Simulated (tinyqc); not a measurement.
Solubility, supersaturation, precipitation and gettering of an impurity in a silicon-like host: one step, computed by the program tinyqc.

The wafer was saturated at T1 and is then held at T.

Problem. Ham's law for sinks of fixed radius. tau0 = 1/(4 pi n r0 D); C_fixed(t) = C_eq + (C0 - C_eq) exp(-t/tau0). If all excess precipitates, the final radius is r_f = [r0^3 + 3 (C0 - C_eq)/(4 pi n C_p)]^(1/3), with tau_f = 1/(4 pi n r_f D).

Inputs (values chosen for the exercise, modelled on cobalt in silicon): temperature of saturation T1 = 1225 K; anneal temperature T = 700 K; sink density n = 2e+07 1/cm^3; initial sink radius r0 = 10 nm; impurity density in the precipitate C_p = 2.9e+22 1/cm^3; anneal time t = 7800 s.

D(T) = 1.496797e-07 cm^2/s

C_eq(T) = 1394766 1/cm^3

C0 = 6.083048e+14 1/cm^3

Give: tau0; C_fixed(t); final radius r_f; tau_f.

Solution.

tau0 = 26583 s

C_fixed(t) = 4.536e+14 1/cm^3

final radius r_f = 63.11 nm

tau_f = 4212 s

The sinks grow 6.3 times, so the fixed radius underrates the later rate. Caution: the barrier to homogeneous nucleation is below 35 k_B T for these inputs, so new precipitates would form and outnumber the fixed sinks assumed here.
